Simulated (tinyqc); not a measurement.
Gated graphene, quantum capacitance: one step of the calculation.

phi is the Fermi level above the Dirac point, in volts; Vg is counted from the gate voltage of charge neutrality. Ideal linear bands, no charge puddles.

Task. New phi. N0 = (2/pi)(kB T/(hbar vF))^2; n = N0 F1(phi/Vt), p = N0 F1(-phi/Vt), F1(e) = int_0^infinity u du/(1 + exp(u - e)) = -Li2(-exp(e)); Cq = q d(n - p)/dphi = (q N0/Vt) ln[2 (1 + cosh(phi/Vt))]. Newton: f = phi + q (n - p + Dit phi)/Cox - Vg, phi(new) = phi - f/(1 + (Cq + q Dit)/Cox).

Inputs (values chosen for the exercise); values close to those of graphene:
```
symbol   value         unit           meaning
T           77            K       temperature
vF      9.55e5          m/s    Fermi velocity
Dit          0  cm^-2 eV^-1  density of traps
Vg       -1.02            V      gate voltage
```

Constants: q = 1.602176634e-19 C, kB = 1.380649e-23 J/K, hbar = 1.054571817e-34 J s, Vt = kB T/q. Results are converted to the units shown.

phi after iteration 2 = -0.30371224 V
Cox = 0.78480301 uF/cm^2

Wanted: n; p; Cq; f; phi after iteration 3.

Result.

n = 9.384e-11 cm^-2
p = 7.442e12 cm^-2
Cq = 7.840 uF/cm^2
f = -0.8031 V
phi after iteration 3 = -0.2306 V

Computed by the program tinyqc: `OMP_NUM_THREADS=1 python tinyqc.py 2200014 2200015 out.jsonl`, one thread of a shared Intel Xeon 2.30GHz, about 0.01 s for the whole run.
